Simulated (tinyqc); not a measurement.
From results back to parameters: deformation-potential model of the X valleys of a conduction band. Four cases, with inputs chosen for the exercise.

Problem. A uniaxial tension X1 along [100] acts on valleys along x, y, z, with shifts dE = Xd tr(e) + Xu a.e.a and Boltzmann shares. The ratio of the share of the y valleys to that of the x valleys is given.

s11 = (C11 + C12)/((C11 - C12)(C11 + 2 C12)), s12 = -C12/((C11 - C12)(C11 + 2 C12)), s44 = 1/C44; exx = s11 sxx + s12 (syy + szz) and cyclic, exy = s44 sxy/2; tension is positive. A uniaxial stress X along the unit vector n is s_ij = X n_i n_j.

Constants: kB = 8.617333262e-05 eV/K.

Find: splitting dE_x - dE_y; Xu.

Method. The splitting is kT ln(n_y/n_x), and it equals Xu (exx - eyy) = Xu (s11 - s12) X1; Xd drops out.

Case 1.

Values chosen (near those of AlAs; shifted at random, so the results belong to these values and not to a real crystal):
- C11 = 119.8 GPa
- C12 = 51.9 GPa
- C44 = 54.6 GPa
- X1 = 0.5 GPa (size of the stress)
- T = 300 K (temperature)

n_y/n_x = 4.776891

Solution.

splitting dE_x - dE_y = 40.43 meV
Xu = 5.49 eV

Case 2.

Values chosen (near those of GaP; shifted at random, so the results belong to these values and not to a real crystal):
- C11 = 140 GPa
- C12 = 62.5 GPa
- C44 = 70.8 GPa
- X1 = 0.4 GPa (size of the stress)
- T = 300 K (temperature)

n_y/n_x = 3.510588

Solution.

splitting dE_x - dE_y = 32.46 meV
Xu = 6.29 eV

Case 3.

Values chosen (near those of AlAs; shifted at random, so the results belong to these values and not to a real crystal):
- C11 = 127.1 GPa
- C12 = 53.5 GPa
- C44 = 54.6 GPa
- X1 = 0.4 GPa (size of the stress)
- T = 200 K (temperature)

n_y/n_x = 5.846861

Solution.

splitting dE_x - dE_y = 30.43 meV
Xu = 5.60 eV

Case 4.

Values chosen (near those of GaP; shifted at random, so the results belong to these values and not to a real crystal):
- C11 = 139.4 GPa
- C12 = 61.5 GPa
- C44 = 70.5 GPa
- X1 = 1 GPa (size of the stress)
- T = 77 K (temperature)

n_y/n_x = 478365.0

Solution.

splitting dE_x - dE_y = 86.78 meV
Xu = 6.76 eV

Computed by tinyqc, one run a case: `OMP_NUM_THREADS=1 python tinyqc.py N N+1 out.jsonl` with N = 1050774, 1050775, 1050793, 1051018; one thread of a shared Intel(R) Xeon(R) Processor @ 2.30GHz, about 0.03 s a run at most.
